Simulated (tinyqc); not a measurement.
Inside a calculation: heavy doping: gap narrowing, degeneracy and the minority density. Values are carried at full precision from step to step, so a last printed digit may differ when a step is redone from the rounded ones.

Empirical narrowing (Slotboom form, constants chosen for the exercise; published fits of this form give the apparent narrowing, here it is taken as the true one): dEg = E0 [ln(N/N0) + sqrt(ln(N/N0)^2 + C)].

Constants: kB = 8.617333262e-05 eV/K; e^2/(4 pi eps0) = 14.39964547 eV angstrom.

Values chosen for the exercise (gap and densities of states near those of Si at this temperature; narrowing constants near the fits for Si; not measured data):
- N = 1.2e+19 1/cm^3 (ionised donors, equal to the majority density)
- E0 = 6.82 meV (narrowing scale)
- N0 = 1.5e+17 1/cm^3 (onset density)
- C = 0.5 (smoothing constant)
- Nc = 2.71e+19 1/cm^3 (conduction-band density of states)
- Eg = 1.123 eV (gap)
- Nv = 1.14e+19 1/cm^3 (valence-band density of states)
- T = 300 K
- eps = 11.8 (dielectric constant)
- Mv = 6 (majority valleys)

## Gap narrowing

Evaluate at N.

ln(N/N0) = 4.3820
dEg (empirical fit) = 60.16 meV

Well above N0 each decade of doping adds 2 E0 ln 10 = 31.4 meV.

## Degeneracy of the majority band

F_j(eta) = (1/Gamma(j + 1)) integral_0^infinity x^j dx/(1 + exp(x - eta)), which tends to exp(eta) for eta << 0.

Majority: N = Nc F_1/2(eta), eta the distance of EF beyond the majority band edge in kT. Degeneracy factor gam = F_1/2(eta)/exp(eta). ni0^2 = Nc Nv exp(-Eg/kT); product n p = ni0^2 gam exp(dEg/kT), dEg the true narrowing; apparent narrowing dEa = dEg + kT ln gam; minority density = n p/N.

Solve for eta and form gam.

N/Nc = 0.4428
eta = -0.6590
gam = 0.8559

## Product and minority density

Combine both effects.

ni0 = 6.49e+09 1/cm^3
exp(dEg/kT) = 10.2
dEa = 56.1 meV
sqrt(n p) = 1.92e+10 1/cm^3
minority density = 30.8 1/cm^3

Narrowing multiplies the product by 10.2 and degeneracy by 0.856; together they change the minority density by a factor 8.77 against ni0^2/N.

## Two estimates of the size

Two physical estimates, e2 = e^2/(4 pi eps0), N in 1/angstrom^3: exchange shift at the Fermi level, Ex = (e2/eps) kF/pi with kF = (3 pi^2 N/Mv)^(1/3); screened-pair energy (Lanyon-Tuft), Es = (3/4)(e2/eps) qs with qs^2 = (4 pi e2 N/(eps kT)) F_-1/2(eta)/F_1/2(eta).

Evaluate both at N.

kF = 0.03898 1/angstrom
Ex = 15.14 meV
Es = 71.86 meV

Against the fitted dEg = 60.2 meV, Ex is 0.25 and Es 1.19 times as large; each keeps one mechanism only, and Ex assumes a strongly degenerate gas, while here eta is only -0.66.

## Checks

- Minority density against the Boltzmann occupation of the other band at the narrowed gap (1/cm^3): both 30.77.

(tinyqc, `OMP_NUM_THREADS=1 python tinyqc.py 1682638 1682639 out.jsonl`, Intel(R) Xeon(R) Processor @ 2.30GHz, 1 thread, shared host, about 0.01 s.)
